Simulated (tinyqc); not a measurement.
Anneal temperature: kinetics of strain relaxation and threading dislocations in mismatched semiconductor layers. Computed by tinyqc, a small Python program. Command: `OMP_NUM_THREADS=1 python tinyqc.py 3008285 3008286 out.jsonl threading walk`. One thread of a shared host (Intel(R) Xeon(R) Processor @ 2.30GHz), about 0.01 s of CPU time with the checks.

60-degree dislocations on {111} planes of a (001) layer, isotropic elasticity. The Schmid factor is 1/sqrt(6), and a misfit segment relieves strain with b/2.

Inputs (values chosen for the exercise, modelled on Ge on Si):

| quantity | value | unit |
|---|---|---|
| misfit f | 0.0414 | - |
| shear modulus G | 56.7 | GPa |
| Poisson ratio nu | 0.26 | - |
| Burgers vector b | 4 | angstrom |
| glide activation energy Q | 1.59 | eV |
| velocity prefactor v0 | 26000 | m/s per MPa |
| layer thickness h | 10 | nm |
| anneal temperature T | 616 | K |
| anneal time t | 150 | s |
| initial thread density rho_0 | 1e+06 | 1/cm^2 |
| multiplication constant delta | 12000 | 1/m |

Sources: multiplication.

Constants: k_B = 8.617333262e-05 eV/K.

Method:
- Excess resolved stress tau = (1/sqrt 6) [2 G (1 + nu)/(1 - nu)] (e - e_eq), e_eq = b (1 - nu/4) [ln(h/b) + 1]/(4 pi (1 + nu) h), the Matthews-Blakeslee strain of an uncapped layer; glide velocity v = v0 tau exp(-Q/(k_B T)), tau in MPa.
- Threads run in two directions, so de/dt = -(b/4) rho v, and they multiply as d rho/dt = delta rho v. With x = e - e_eq, x0 = f - e_eq (fully strained at t = 0) and v = m S x (m the mobility, S x = tau): rho = rho_0 + (4 delta/b)(x0 - x), so dx/dt = -k x (a - x), k = delta m S, a = x0 + b rho_0/(4 delta): a logistic law, x = a/[1 + (a/x0 - 1) exp(k a t)].
- The half time is that at which x = x0/2.

half time = 78.1224 s

excess stress tau = 2477.91 MPa

equilibrium strain e_eq = 0.00996524

After the time t:

| T (K) | first velocity (micrometre/s) | relieved (%) | threads (1/cm^2) | half time (s) |
|---|---|---|---|---|
| 524 | 3.2855e-02 | 1.6149e-02 | 1.0609e+06 | 1.5022e+04 |
| 543 | 1.1264e-01 | 5.9568e-02 | 1.2247e+06 | 4.3815e+03 |
| 565 | 4.2298e-01 | 3.0196e-01 | 2.1390e+06 | 1.1668e+03 |
| 582 | 1.0980e+00 | 1.6267e+00 | 7.1363e+06 | 4.4949e+02 |
| 603 | 3.3120e+00 | 5.0985e+01 | 1.9333e+08 | 1.4901e+02 |
| 617 | 6.6317e+00 | 9.9761e+01 | 3.7731e+08 | 7.4420e+01 |
| 636 | 1.6204e+01 | 1.0000e+02 | 3.7822e+08 | 3.0458e+01 |
| 668 | 6.5040e+01 | 1.0000e+02 | 3.7822e+08 | 7.5882e+00 |

What does the comparison show, and why?

The half time follows exp(Q/(k_B T)), a decade for each 45 K near 603 K. Relief goes from 1.6 % at 582 K to 99.8 % at 617 K: with multiplication the onset is abrupt, after an incubation in which threads breed, and the final density is set by delta, not by rho_0. Caution: at stresses above about 1 GPa the linear velocity law understates glide, as stress lowers the kink barrier. Caution: at such misfit the layer islands and relaxes during the first nanometres, so a uniform strained start is an idealisation. Caution: rows with more than 50 % relieved leave out blocking by crossing misfit lines, which slows real layers.

Extremes, crossings and ranges named in words are read from the listed rows.
